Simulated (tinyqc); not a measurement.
MOSFET in the linear regime without short-channel effects, parameter extraction from computed curves: one step of the calculation.

Inversion charge Q = Cox n Vt W0(exp((Vg - VT)/(n Vt))), W0 the Lambert function and n = nf; u = Q/Cox; mobility mu = mu0/(1 + th1 u + th2 u^2); channel resistance Rch = (L - dL)/(W mu Q); Id = Vd/(Rch + Rsd/W). Cox = eps0 eox/tox. Small Vd, no channel-length or drain effects.

Problem. Transfer curve. u, mu, Rch and Id as defined.

Parameters, values chosen for the exercise; channel values of the order met in silicon transistors:
- T = 77 K (temperature)
- eox = 9.05 (relative permittivity of the gate insulator (close to aluminium oxide))
- tox = 12 nm (insulator thickness)
- mu0 = 290 cm^2/(V s) (low-field mobility)
- th1 = 0.25 1/V (first mobility attenuation factor)
- th2 = 0.03 1/V^2 (second mobility attenuation factor)
- VT = 0.3 V (threshold voltage)
- nf = 1.42 (body factor)
- W = 1 um (gate width)
- L = 0.29 um (drawn gate length)
- dL = 0.013 um (drawn less effective length)
- Rsd = 200 ohm um (source plus drain resistance)
- Vd = 0.025 V (drain voltage)

Constants: q = 1.602176634e-19 C, kB = 1.380649e-23 J/K, Vt = kB T/q, eps0 = 8.8541878128e-14 F/cm where lengths are in cm. Results are converted to the units shown.

Vg, point 0 to 9 (V): [0.14, 0.22, 0.3, 0.38, 0.46, 0.54, 0.62, 0.7, 0.78, 0.86]

Find: u; mu; Rch; Id.

Solution.

u, point 0 to 9 (V): [3.975e-10, 1.935e-6, 0.005344, 0.06222, 0.1349, 0.2107, 0.2878, 0.3655, 0.4437, 0.5222]
mu, point 0 to 9 (cm^2/(V s)): [290.0, 290.0, 289.6, 285.5, 280.4, 275.1, 269.9, 264.7, 259.7, 254.7]
Rch, point 0 to 9 (ohm): [3.599e12, 7.393e8, 2.680e5, 2.335e4, 1.097e4, 7155, 5340, 4287, 3600, 3119]
Id, point 0 to 9 (uA): [6.947e-9, 3.382e-5, 0.09320, 1.061, 2.239, 3.399, 4.512, 5.572, 6.578, 7.531]

tinyqc, about 0.01 s, one thread, Intel Xeon 2.30GHz (shared host): `OMP_NUM_THREADS=1 python tinyqc.py 2210098 2210099 out.jsonl`
